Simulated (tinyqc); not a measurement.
Metal-induced gap states at the contact of a metal chain and a two-band chain, step by step. Values are carried at full precision from step to step, so a last printed digit may differ when a step is redone from the rounded ones.

The semiconductor alternates sites A at -Eg/2 and C at +Eg/2 with hopping -t; the gap runs from -Eg/2 to Eg/2. In the gap cosh(q a) = 1 + (Eg^2/4 - E^2)/(2 t^2) and the amplitude changes by -exp(-q a) a period. The metal has site energy 0 and hopping -tm; its end site has g_m = (E - i sqrt(4 tm^2 - E^2))/(2 tm^2). Sites 1, 2, ... count into the semiconductor, with energies e1, e2 alternating. The clean half chain has g1 = 1/(E - e1 - t^2 g2), g2 = 1/(E - e2 - t^2 g1), decaying root. With the contact G11 = 1/(1/g1 - tc^2 g_m), and the density on site j is -Im G_jj/pi = |psi_j/psi_1|^2 (-Im G11/pi), per spin, with psi_2/psi_1 = -t g2, psi_3/psi_2 = -t g1.

Constants: e^2/(4 pi eps0) = 14.39964547 eV angstrom.

Values chosen for the exercise (gap and optical dielectric constant near those of GaAs; the chain itself is a model; not measured data): Eg = 1.45 eV (gap); t = 2.71 eV (hopping in the semiconductor); a = 4 angstrom (period (two sites); one chain for each area a^2); E = 0.35 eV (energy from mid-gap); tm = 1.75 eV (hopping in the metal); tc = 2.26 eV (hopping across the contact); end = A (site that touches the metal); eps = 11.2 (dielectric constant).

## Decay in the gap

Form cosh(q a), l = exp(-q a), q and the decay length 1/(2q) of the density.

cosh(q a) = 1.02745
l = 0.79156
q = 0.05844 1/angstrom
xi, the decay length of the density = 8.556 angstrom

## Green functions

The decaying root is g1 = (1 - l)/(E - e1), g2 = (1 - l)/(E - e2), l = exp(-q a). Form them, g_m and G11.

g1, g2 (1/eV): 0.19390  -0.55585

g_m = 0.05714-0.56856i 1/eV
G11 = 0.15155-0.09045i 1/eV

## Density site by site

D1 = -Im G11/pi, D2 = (t g2)^2 D1, and each further period multiplies by l^2. The sum over all sites is (D1 + D2)/(1 - l^2). The Green functions stand in the order g1, g2.

density on sites 1 to 8 (1/eV): 0.02879  0.06533  0.01804  0.04093  0.01130  0.02565  0.00708  0.01607

Ds, the density per spin summed over the semiconductor = 0.25205 1/eV

The first period holds 37 % of the gap states at this energy.

## Pinning factor

Gap states per area N = 2 Ds/a^2 (two spins). Charge in them sits a distance xi from the metal, so S = 1/(1 + 4 pi e^2 N xi/eps), e^2 meaning e^2/(4 pi eps0); S is the change of the barrier per change of the metal work function.

N = 3.151e+14 1/(eV cm^2)
4 pi e^2 N xi/eps = 4.3552
S = 0.1867

Strong pinning, near the Bardeen limit S = 0.

## Checks

- g1 from the closed form against decimation: both 0.193902.

Run: tinyqc, `OMP_NUM_THREADS=1 python tinyqc.py 1450462 1450463 out.jsonl`; Intel(R) Xeon(R) Processor @ 2.30GHz, one thread, shared host; about 0.01 s of CPU time with all checks.
